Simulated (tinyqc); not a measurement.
# Changing the lattice temperature T

Model: hot carriers by balance equations with a heated Maxwellian. Computed by tinyqc, a small Python program. Command: `OMP_NUM_THREADS=1 python tinyqc.py 3026486 3026487 out.jsonl hot sweep`. One thread of a shared host (Intel(R) Xeon(R) Processor @ 2.30GHz), about 0.09 s of CPU time with the checks.

The carriers follow a Maxwellian at an electron temperature T_e, slightly displaced; the drift energy is neglected against k_B T_e. The balance averages the rate, not the time, so mu_0 lies below the relaxation-time value.

Inputs (values chosen for the exercise, modelled on electrons in germanium):
```
quantity                                          value       unit
effective mass m                                   0.22        m_0
density rho                                        5323     kg/m^3
sound velocity v_l                                 5430        m/s
acoustic deformation potential D_A                   11         eV
phonon energy hbar w                               32.7        meV
optical or intervalley deformation potential D_o    5.5  1e8 eV/cm
final valleys Z_f                                     3          -
electric field F                                    1.3      kV/cm
mixing                                              0.2          -
iteration cap                                       300          -
```

Band: parabolic. Solver: damped fixed point.

Constants: k_B = 8.617333262e-05 eV/K; k_B = 1.380649e-23 J/K; e = 1.602176634e-19 C; hbar = 1.054571817e-34 J s; m_0 = 9.1093837015e-31 kg; hbar = 6.582119569e-16 eV s.

Method:
- Parabolic band: E = hbar^2 k^2/(2 m), speed v = hbar k/m, states per spin, volume and energy g(E) = m k/(2 pi^2 hbar^2). Masses are multiplied by m_0 and all formulas are in SI units.
- Phonon occupation N_q = 1/(exp(hbar w/(k_B T)) - 1).
- Acoustic deformation potential (elastic, equipartition, absorption and emission together): 1/tau = 2 pi k_B T D_A^2 g(E)/(hbar rho v_l^2).
- Optical or intervalley deformation potential: 1/tau = (pi Z_f D_o^2/(rho w)) [N_q g(E + hbar w) + (N_q + 1) g(E - hbar w)], with g = 0 below the band edge.
- Averages over the Maxwellian, <y> = int y x^(1/2) exp(-x) dx / int x^(1/2) exp(-x) dx with x = E/(k_B T_e), split at x_0 = hbar w/(k_B T_e): 64 Gauss-Legendre points in sqrt(x) below it and 128 in sqrt(x - x_0) above it, up to x = 32. Momentum balance: mu(T_e) = e/(m nu), nu = <x (sum of rates)>/<x>. Power lost per carrier: P(T_e) = hbar w <emission rate - absorption rate> + <(2 m v_l^2/(k_B T)) (E - 2 k_B T) acoustic rate>.
- Energy relaxation time at weak heating: tau_E = (3/2) k_B / (dP/dT_e), the derivative by a central difference of +/- 0.5 K at T_e = T.
- Fixed point: T_out = T + (T_e - T) e mu(T_e) F^2/P(T_e), T_new = T_e + mixing (T_out - T_e).
- Start at T_e = 1.5 T; stop when T_e moves by less than 1e-6 K or exceeds 1e6 K.
- v = mu(T_e) F; warm-carrier coefficient (mu/mu_0 - 1)/F^2.

One run for each value; columns: (1) lattice temperature T (K); (2) drift velocity (1e7 cm/s); (3) low-field mobility mu_0 (cm^2/(V s)); (4) electron temperature T_e (K); (5) energy relaxation time tau_E (ps):
```
(1)      (2)    (3)     (4)     (5)
80   0.77824  19244  242.41  5.9141
110  0.65728  10413  234.65  2.9042
190  0.39444   3778  253.33  1.6543
250  0.27578   2359  292.12  1.5096
340  0.17696   1426  366.85  1.4882
450  0.11632    915  468.33  1.5497
600  0.07535    586  612.76  1.6714
```

Give the missing row, lattice temperature T (K) = 140.

Computed row; columns: (1) lattice temperature T (K); (2) drift velocity (1e7 cm/s); (3) low-field mobility mu_0 (cm^2/(V s)); (4) electron temperature T_e (K); (5) energy relaxation time tau_E (ps):
```
(1)      (2)   (3)     (4)     (5)
140  0.54467  6578  235.55  2.0916
```

Interpolating between the two neighbouring rows (the first column on a logarithmic scale, the others too where they are positive) misses most in energy relaxation time tau_E (ps), by 8.3 %. Over the rows, drift velocity (1e7 cm/s) falls from 0.778 to 0.0753 (exponent d ln y / d ln x -0.53 between the first rows and -1.5 between the last); low-field mobility mu_0 (cm^2/(V s)) falls from 19200 to 586 (exponent d ln y / d ln x -1.9 between the first rows and -1.5 between the last); electron temperature T_e (K) goes from 242 through a minimum among these rows, 235 at 110, to 613. mu_0 changes by a factor 32.8 over the table and the drift velocity at this field by 10.3: hot carriers care less about the lattice temperature.

Caution (rows 80.0, 110, 140): the drift energy m v^2/2 is not small against the heating (3/2) k_B (T_e - T), so T_e - T is rough.

Extremes, crossings and ranges named in words are read from the listed rows.
